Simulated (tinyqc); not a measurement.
## Film thickness from the threshold shift

Problem. Undoped body with a flat potential across it, hard walls, transport along x. Three valley pairs (g = 2 each) with the longitudinal mass along x, y or z. Non-parabolicity enters the subband edges through E (1 + al E) = gamma, so E = 2 gamma/(1 + sqrt(1 + 4 al gamma)); motion within a subband is taken as parabolic with the band-edge mass. Energies are counted from the bulk band edge. gamma = C (pi k/(t + dl))^2/mz, C = hbar^2/(2 m0). Each subband has N_k = g sqrt(mx my) m0 kB T/(pi hbar^2); without degeneracy n = exp(EF/Vt) sum N_k exp(-E_k/Vt). Classical value Nc times t, Nc = sum over valleys of 2 g (m m0 kB T/(2 pi hbar^2))^1.5 with m = (mx my mz)^(1/3). Threshold shift dVT = Vt ln(classical value/sum N_k exp(-E_k/Vt)). Find t and the lowest subband edge.

Values chosen for this exercise; masses close to those of silicon:
- T = 300 K (temperature)
- ml = 0.925 m0 (longitudinal mass)
- mt = 0.193 m0 (transverse mass)
- al = 0.5 1/eV (non-parabolicity)
- dl = 0 nm (widening of the box by penetration into the insulator)

Constants: q = 1.602176634e-19 C, kB = 1.380649e-23 J/K, hbar = 1.054571817e-34 J s, m0 = 9.1093837015e-31 kg, Vt = kB T/q, hbar^2/(2 m0) = 0.0380998212 eV nm^2. Results are converted to the units shown.

dVT = 16.576824 mV

Answer. dVT is evaluated for trial values of t with all subbands; between 1.5 and 25 nm one value matches.

t = 8.300 nm
E_1 = 5.884 meV

Numbers from tinyqc (`OMP_NUM_THREADS=1 python tinyqc.py 2350127 2350128 out.jsonl`; about 0.06 s on one thread of a shared Intel Xeon 2.30GHz).
